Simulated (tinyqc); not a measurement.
Bandgap voltage reference from two bipolar transistors: one step of the calculation.

Two transistors of area 1 and N carry the same current I. Is(T) = Is (T/T0)^eta exp[(Vg0 q/kB)(1/T0 - 1/T)], VBE1 = Vt ln(I/Is(T)) + I rb, VBE2 = Vt ln(I/(N Is(T))) + I rb/N. The amplifier forces I R1(T) = VBE1 - VBE2 + Vos, with R(T) = R (1 + tc (T - T0)) for both resistors, and the output is Vref = VBE1 + I R2(T). Base currents and the Early effect are neglected.

Question. Operating point at the reference temperature. Vt = kB T/q; I = (Vt ln N + Vos)/(R1(T) - rb (1 - 1/N)). Evaluate at T = T0.

Parameters, values chosen for the exercise; values of the order met in silicon bipolar transistors: reference temperature T0 = 323 K; band-gap voltage extrapolated to 0 K Vg0 = 1.205 V; temperature exponent of the saturation current eta = 3.4; saturation current of the unit transistor at T0 Is = 8.3e-16 A; area ratio of the second transistor N = 8; resistor across which the difference of VBE falls, at T0 R1 = 4 kohm; temperature coefficient of both resistors tc = 0 ppm/K; offset of the amplifier Vos = 0 mV; series resistance of the unit transistor rb = 0 ohm; output resistor at T0 R2 = 40.41 kohm.

Constants: q = 1.602176634e-19 C, kB = 1.380649e-23 J/K. Results are converted to the units shown.

Give: Vt; I; Is(T); VBE1; I R2; Vref.

Answer.

Vt = 0.027834 V
I = 14.470 uA
Is(T) = 8.3000e-16 A
VBE1 = 0.65637 V
I R2 = 0.58472 V
Vref = 1.2411 V

tinyqc, about 0.02 s, one thread, Intel Xeon 2.30GHz (shared host): `OMP_NUM_THREADS=1 python tinyqc.py 2062158 2062159 out.jsonl`
